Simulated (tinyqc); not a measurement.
Convergence with the basis: effective-mass impurity with a central-cell term, in a basis of Slater functions. Computed by tinyqc, a small Python program. Command: `OMP_NUM_THREADS=1 python tinyqc.py 3021070 3021071 out.jsonl centralcell walk`. One thread of a shared host (Intel(R) Xeon(R) Processor @ 2.30GHz), about 0.01 s of CPU time with the checks.

The envelope obeys H = -nabla^2 - (2/r) [Z + A exp(-kappa r)] in effective units, with kappa = a*/lambda; positive A deepens the well near the core.

Inputs (values chosen for the exercise, for a model semiconductor):
```
quantity                   value      unit
effective mass m            0.64       m_0
dielectric constant eps     11.5         -
charge Z of the core           1         -
central-cell strength A      2.1         -
central-cell range lambda    1.6  angstrom
smallest exponent zeta_1    0.44      1/a*
ratio beta of exponents      2.8         -
```

Impurity: acceptor, one isotropic band.

Constants: Ry = 13.605693123 eV; a_0 = 0.529177210903 angstrom.

Method:
- Units: Ry* = Ry m/eps^2 and a* = a_0 eps/m, with m in m_0.
- kappa = a*/lambda; the hydrogenic ground state is bound by Z^2 Ry*.
- For s functions exp(-zeta r), with s = zeta_i + zeta_j: S = 2/s^3, T = zeta_i zeta_j S, V = -2 Z/s^2, W = -2 A/(s + kappa)^2; each function is normalised by dividing by sqrt(S_ii S_jj).
- Large basis: zeta_i = 0.06 x 1.6^(i-1), i = 1..22, same formulas; for p functions r exp(-zeta r): S = 24/s^5, T = zeta_i zeta_j S (centrifugal term included), V = -12 Z/s^4, W = -12 A/(s + kappa)^4; overlap eigenvalues below 1e-11 are dropped.
- Binding energies are -E Ry*; the effective quantum number is nu = Z/sqrt(-E); |psi(0)|^2 is given relative to the hydrogenic Z^3/(pi a*^3).
- zeta_i = zeta_1 beta^(i-1), i = 1..n.
- The error is the lowest level above the large-basis value.

kappa = 5.94291 1/a*

Ry* = 65.8423 meV

1s binding energy = 100.684 meV

Error of the 1s level:
```
n  error (meV)  largest exponent (1/a*)
1   5.3466e+01               4.4000e-01
2   8.6847e+00               1.2320e+00
3   3.2139e-01               3.4496e+00
4   9.7147e-02               9.6589e+00
5   9.7094e-02               2.7045e+01
6   9.6966e-02               7.5726e+01
7   9.6918e-02               2.1203e+02
8   9.6903e-02               5.9369e+02
```

The error falls from 53.5 to 0.0969 meV. The last function changes it by less than 5 %: it has levelled off, and what remains is set by beta and zeta_1, not by the range of exponents. Caution: the density at the core is many times hydrogenic, so the result hangs on the model potential inside one cell, where the envelope picture is weak.

Extremes, crossings and ranges named in words are read from the listed rows.
